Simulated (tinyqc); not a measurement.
Lattice vibrations of a chain, step by step. One step of it, computed by the program tinyqc.

Question. Dynamical matrix at q = 0.37. q is in units of 2 pi/a. A spring k from atom i to atom j, n cells on, adds k to Phi_ii and Phi_jj, -k exp(2 pi i q n) to Phi_ij and the conjugate to Phi_ji (for one atom a cell: 2k (1 - cos 2 pi q n)); D_ij = Phi_ij / sqrt(m_i m_j).

A chain moving along its axis:
```
atom   mass (u)  spring to the next atom (eV/angstrom^2)
1     90.900000                                26.900000
2     42.900000                                29.300000
3     92.400000                                10.500000
```

Give: D(q).

Answer.

D(q) (eV/(angstrom^2 u)), lower triangle (Hermitian):
```
                1        2       3
1          0.4114
2         -0.4308   1.3100
3  0.0784-0.0835i  -0.4654  0.4307
```
